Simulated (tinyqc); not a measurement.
Changing the cell length L: finite-size error of a charged defect in a periodic cell: Madelung and Makov-Payne terms. Computed by tinyqc, a small Python program. Command: `OMP_NUM_THREADS=1 python tinyqc.py 3012611 3012612 out.jsonl imagecharge sweep`. One thread of a shared host (Intel(R) Xeon(R) Processor @ 2.30GHz), about 0.05 s of CPU time with the checks.

L is the cube root of the cell volume. The defect charge is a Gaussian, rho(r) = q (2 pi sigma^2)^(-3/2) exp(-r^2/2 sigma^2), repeated periodically in a uniform neutralising background and screened by a continuum. The model cell energy is E(L) = E_0 + [periodic - isolated electrostatic energy].

Inputs (values chosen for the exercise, with screening close to that of 4H-SiC):
```
quantity                                     value      unit
charge q                                         3         e
dielectric constant eps                       9.97         -
width sigma of the defect charge               1.7  angstrom
formation energy of the isolated defect E_0  5.808        eV
```

Supercell lattice: sc. Screening: isotropic.

Constants: e^2/(4 pi eps_0) = 14.39964548 eV angstrom.

Method:
- Cell vectors: (1,0,0), (0,1,0), (0,0,1), scaled to volume L^3.
- Ewald sum for a unit point charge: scale each Cartesian component of the cell by 1/sqrt(eps_i), giving R', G' and V'; E = [ (1/2) sum erfc(eta R')/R' + (2 pi/V') sum exp(-G'^2/4 eta^2)/G'^2 - eta/sqrt(pi) - pi/(2 V' eta^2) ] e^2/(4 pi eps_0) / sqrt(eps_x eps_y eps_z), over n_i = -6..6, omitting n = (0,0,0), eta = 2/V'^(1/3). alpha = -2 E eps_g L/(e^2/(4 pi eps_0)), eps_g = (eps_x eps_y eps_z)^(1/3).
- Periodic energy of the Gaussian: (2 pi q^2/V) sum_(G != 0) exp(-sigma^2 G^2)/(G.eps.G) x e^2/(4 pi eps_0), n_i = -k..k with k = max(9, L/sigma rounded up). Isolated energy: q^2/(2 sqrt(pi) sigma) <1/(n.eps.n)> e^2/(4 pi eps_0), the mean over directions n, here 1/eps.

One run for each value:
```
cell length L (angstrom)  finite-size error (eV)  point-charge correction -q^2 E (eV)  E(L) (eV)
6.5                                      -2.0198                               2.8370     3.7882
8.1                                      -1.8361                               2.2766     3.9719
10.0                                     -1.6081                               1.8441     4.1999
13.0                                     -1.3111                               1.4185     4.4969
16.0                                     -1.0949                               1.1525     4.7131
24.0                                     -0.7513                               0.7684     5.0567
30.0                                     -0.6059                               0.6147     5.2021
```

Give the missing row, cell length L (angstrom) = 19.0.

Computed row:
```
cell length L (angstrom)  finite-size error (eV)  point-charge correction -q^2 E (eV)  E(L) (eV)
19.0                                     -0.9361                               0.9706     4.8719
```

Interpolating between the two neighbouring rows (linearly) misses most in point-charge correction -q^2 E (eV), by 3.9 %. Over the rows, finite-size error (eV) rises from -2.02 to -0.606 (exponent d ln y / d ln x -0.43 between the first rows and -0.96 between the last); point-charge correction -q^2 E (eV) falls from 2.84 to 0.615 (exponent d ln y / d ln x about -1.00 throughout); E(L) (eV) rises from 3.79 to 5.20 (exponent d ln y / d ln x 0.22 between the first rows and 0.13 between the last). At the high end the exponent of finite-size error is -0.96, close to -1: the Madelung term rules in large cells. The exponent of point-charge correction -q^2 E stays at -1: the Madelung term goes as 1/L.

Caution (rows 6.50, 8.10): the nearest image is closer than five widths, so the tails of the charge clouds overlap and the expansion in 1/L is no longer exact.
